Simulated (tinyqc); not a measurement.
Across the tunnelling window: band-to-band tunnelling across a p-n junction in a two-band chain.

Sites alternate A at -Eg/2 and C at +Eg/2 with hopping -t; near the edges, with k counted from the zone boundary pi/a, E^2 = (Eg/2)^2 + (t a k)^2, so t = sqrt(c Eg/m)/a gives the mass m, c = hbar^2/2m0. In the gap cosh(q a) = 1 + (Eg^2/4 - e^2)/(2 t^2), e the energy from the local mid-gap. The potential is V0 = Eg + ov on the p side (left), 0 on the n side, and falls linearly over the 2N sites of the junction, V_j = V0 (1 - j/(2N + 1)), j = 1 to 2N, site 1 being A. E = Eg/2 + x ov. A half chain that ends on a site of level e1 with neighbour e2 has g = (1 + z)/(E - e1), z = exp(-/+ i k a) the root with Im g < 0, cos(k a) = (E - e1)(E - e2)/(2 t^2) - 1. S_L = t^2 g (ending on C, shifted by V0), S_R = t^2 g (starting on A). T = 4 Im(S_L) Im(S_R) |G_(1,2N)|^2.

Constants: hbar^2/2m0 = 3.80998211 eV angstrom^2; e^2/h = 3.874045865e-05 S.

Parameters, chosen for this exercise (gap and mass near those of InAs; the results hold for these values, not for the real material): Eg = 0.373 eV (gap); m = 0.0244 m0 (mass of electron and light hole); a = 5 angstrom (period (two sites)); ov = 0.5 eV (overlap: top of the valence band on the p side above the conduction edge on the n side); Nw = 20 (periods in the junction).

N = Nw. The mean of T over the window uses 12 Gauss-Legendre points in x; the current of one channel with both spins, all states in the window full on the p side and empty on the n side, is (2e^2/h) <T> ov. WKB: exp(-2 I/F), I = pi Eg^2/(8 t a), F = V0/((2N + 1) a/2).

Against energy:
```
x     E (eV)      T  T over WKB
0.02  0.1965  0.117       0.629
0.10  0.2365  0.201       1.078
0.20  0.2865  0.216       1.159
0.35  0.3615  0.205       1.100
0.50  0.4365  0.198       1.063
0.65  0.5115  0.205       1.100
0.80  0.5865  0.216       1.159
0.90  0.6365  0.201       1.078
0.98  0.6765  0.117       0.629
```

mean T = 0.196
current = 7.61 microampere

WKB gives one value for the whole window, since the path through the gap is the same. The chain is symmetric about x = 0.5, where it gives 1.06 times WKB; among these rows it is largest at x = 0.2 and 0.8 (1.16), and it has 0.63 at x = 0.02 on its way to zero at the ends, where the velocity in one lead vanishes. The variation comes from the reflections where the field begins and ends, whose distance from the turning points changes with x.

Program tinyqc; command `OMP_NUM_THREADS=1 python tinyqc.py 1481937 1481938 out.jsonl`; about 0.01 s on one thread of a shared Intel(R) Xeon(R) Processor @ 2.30GHz.
